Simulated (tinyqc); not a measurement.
Charge-trap memory cell: one step of the calculation.

Channel, tunnel oxide, storage layer, blocking layer, gate. N electrons per area sit in a sheet at the centroid and shift the threshold by U = (q/eps0) N (tb/eb + xc tn/en). EOT = t1 + 3.9 (tn/en + tb/eb); tunnel field F = (Vg - U)/EOT; dN/dt = eta (J/q)(1 - N/Nm). Fowler-Nordheim: J = A F^2 exp(-B/F), A = q^2/(16 pi^2 hbar mo phi) (times 1e14 for A/cm^2 with F in V/nm, emitter mass m0), B = (4/3) sqrt(mo/C) phi^1.5, C = hbar^2/(2 m0).

Task. Midpoint steps of growing length. N(half) = N + (d/2) r(N), N(new) = N + d r(N(half)), r = dN/dt; the step starts at d0 and is multiplied by gr each time. Field in the blocking layer (3.9 F + q N/eps0)/eb.

Parameters, values chosen for the exercise; oxide values close to those of silicon dioxide, storage layer close to silicon nitride, blocking layer close to aluminium oxide:
```
symbol   value   unit                                                      meaning
phi       3.05     eV                                               tunnel barrier
mo        0.42     m0                                              tunnelling mass
t1         4.6     nm                              tunnel oxide (permittivity 3.9)
tn         4.7     nm                                                storage layer
en         7.5                                           its relative permittivity
tb        11.9     nm                                               blocking layer
eb           9                                           its relative permittivity
xc        0.47         charge centroid, share of tn counted from the blocking side
eta       0.64                                capture efficiency of an empty layer
Nm      8.8e12  cm^-2                                                 trap density
Vg        15.2      V            gate voltage less flat band and surface potential
d0      3.9e-8      s                                              first time step
gr         1.8                                                  growth of the step
n            8                                                               steps
```

Constants: q = 1.602176634e-19 C, hbar = 1.054571817e-34 J s, m0 = 9.1093837015e-31 kg, eps0 = 8.8541878128e-14 F/cm where lengths are in cm, hbar^2/(2 m0) = 0.0380998212 eV nm^2. Results are converted to the units shown.

Wanted: t; N; U; F; blocking field.

Result.

```
step     t (s)  N (cm^-2)  U (V)  F (V/nm)  blocking field (V/nm)
0            0          0  0.000     1.246                 0.5399
1     3.900e-8   1.675e11  0.049     1.242                 0.5415
2     1.092e-7   4.357e11  0.127     1.235                 0.5441
3     2.356e-7   8.367e11  0.245     1.226                 0.5480
4     4.630e-7   1.386e12  0.405     1.213                 0.5533
5     8.724e-7   2.068e12  0.605     1.196                 0.5600
6     1.609e-6   2.845e12  0.832     1.178                 0.5675
7     2.936e-6   3.668e12  1.073     1.158                 0.5755
8     5.323e-6   4.499e12  1.316     1.138                 0.5836
```

Range of the model: The Fowler-Nordheim form needs F t1 above phi; trap-assisted paths and leakage through the blocking layer are left out.

Numbers from tinyqc (`OMP_NUM_THREADS=1 python tinyqc.py 2130075 2130076 out.jsonl`; about 0.07 s on one thread of a shared Intel Xeon 2.30GHz).
